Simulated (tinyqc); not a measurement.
Comparisons within one model: complex band structure along [001] in sp3s* tight binding. A value that a table varies takes the place of the one given here.

For k = (0, 0, kz) the phase sums are g0 = cos(phi) and g3 = i sin(phi), phi = kz a/4, and the s, pz, s* orbitals of anion (a) and cation (c) decouple from px, py. With z = exp(i phi), H(z) = H0 + z T + T^T/z for any complex z. H0 is diagonal (Esa, Epa, Exa, Esc, Epc, Exc). The anion-cation block is B(z) = z U + W/z and the cation-anion block z W^T + U^T/z, where U has Vss/2 (s,s), Vsapc/2 (s,z), -Vscpa/2 (z,s), Vxx/2 (z,z), Vxapc/2 (s*,z), -Vpaxc/2 (z,s*), and W has the same values with the s-z and s*-z signs reversed. |z| = 1 is a band state, |z| < 1 decays along [001] as exp(-kappa d) over a distance d, kappa = -(4/a) ln|z|. No spin-orbit coupling.

Constants: hbar^2/2m0 = 3.80998211 eV angstrom^2.

Parameters, chosen for this exercise (out of a larger set: near a published set for InAs, fitted to gaps, whose masses and valley positions are rough (light masses up to twice too heavy); not measured data): p = (-9.58, 0.905, -2.723, 3.726, 7.404, 6.72, -5.63, 1.834, 4.483, 3.032, 5.466, 3.387, 3.923) eV (order Esa, Epa, Esc, Epc, Exa, Exc, Vss, Vxx, Vxy, Vsapc, Vscpa, Vxapc, Vpaxc); a = 6.061 angstrom (lattice constant); dE = 0.32 eV (E - Ev).

## Decay across the direct gap

Ev = 0.00183 eV
EG (direct gap) = 0.43845 eV

masses of this model, from the curvature at Gamma (m0): m_lh 0.02924, m_e 0.03137

kappa of the imaginary branch at Gamma against three formulas: parabolic from the valence edge, sqrt(m_lh E/c); parabolic from the conduction edge, sqrt(m_e (EG - E)/c); two-band (Franz), sqrt(m E (1 - E/EG)/c) with m = 2 m_lh m_e/(m_lh + m_e). E from Ev; c = hbar^2/2m0.

kappa (1/angstrom):
```
E/EG  E (eV)  tight binding  parabolic, valence  parabolic, conduction  two-band
0.05  0.0219         0.0127              0.0130                 0.0586    0.0129
0.15  0.0658         0.0208              0.0225                 0.0554    0.0211
0.25  0.1096         0.0253              0.0290                 0.0520    0.0256
0.35  0.1535         0.0280              0.0343                 0.0484    0.0282
0.50  0.2192         0.0295              0.0410                 0.0425    0.0295
0.65  0.2850         0.0283              0.0468                 0.0355    0.0282
0.75  0.3288         0.0258              0.0502                 0.0300    0.0256
0.85  0.3727         0.0213              0.0535                 0.0233    0.0211
0.95  0.4165         0.0131              0.0565                 0.0134    0.0129
```

What can be read from the table?

The branch joins the light-hole and conduction bands and peaks, among these rows, at E/EG = 0.50 with kappa = 0.0295 1/angstrom. At mid-gap the parabola from the conduction edge is +44 % off and the two-band form +0.1 %; over 5 nm the parabola would misstate exp(-2 kappa d) by a factor 3.67.

## Band-to-band tunnelling in a uniform field

WKB at zero transverse momentum: T = exp(-2 I/(eF)), I = integral of kappa dE across the direct gap (8 Gauss-Legendre points in theta, E = EG sin^2 theta, 0 to pi/2); 1 MV/cm = 0.01 V/angstrom. The two-band form gives I = (pi/8) sqrt(m/c) EG^(3/2) with m = 2 m_lh m_e/(m_lh + m_e).

Tunnelling:
```
F (MV/cm)  path EG/eF (angstrom)  exponent 2I/eF  T, tight binding  T, two-band
0.50                        87.7           4.062            0.0172       0.0172
0.75                        58.5           2.708            0.0667       0.0665
1.00                        43.8           2.031             0.131        0.131
1.50                        29.2           1.354             0.258        0.258
2.00                        21.9           1.016             0.362        0.362
3.00                        14.6           0.677             0.508        0.508
4.00                        11.0           0.508             0.602        0.602
```

I, tight binding = 0.010156 eV/angstrom
I, two-band = 0.010162 eV/angstrom

What can be read from the table?

The two-band integral is +0.06 % from the tight-binding one, which makes the two-band T 0.9976 times the other at 0.5 MV/cm and 0.9997 times at 4 MV/cm. Doubling the field from 1 to 2 MV/cm halves the exponent and raises T by a factor 2.76. Where the exponent falls below about 2 the WKB form is only a guide.

## Energy and lattice constant

The slowest root of the s-pz block and the heavy-hole branch, sinh^2(kappa a/4) = ((E - Epa)(E - Epc) - Vxx^2)/(Vxx^2 - Vxy^2), at E = Ev + dE with Ev the lower root of [[Epa, Vxx], [Vxx, Epc]]; the couplings are kept when a changes. Each row changes one parameter from the base and keeps the others.

Results:
```
case                slowest kappa (1/angstrom)  heavy-hole kappa (1/angstrom)
base                                    0.0264                         0.1869
dE = 0.29 eV                            0.0281                         0.1787
a = 6.243 angstrom                      0.0256                         0.1815
```

How do the results move?

The largest shifts from the base row, up to three for each result and ties (the steps differ in size, so this ranks the rows, not the parameters). slowest kappa (1/angstrom): dE +0.0017, a -0.0008. heavy-hole kappa (1/angstrom): dE -0.0082, a -0.0054. With the couplings fixed, kappa a stays, so kappa scales as 1/a.

Run: tinyqc, `OMP_NUM_THREADS=1 python tinyqc.py 1480698 1480699 out.jsonl`; Intel(R) Xeon(R) Processor @ 2.30GHz, one thread, shared host; about 0.01 s of CPU time with all checks.
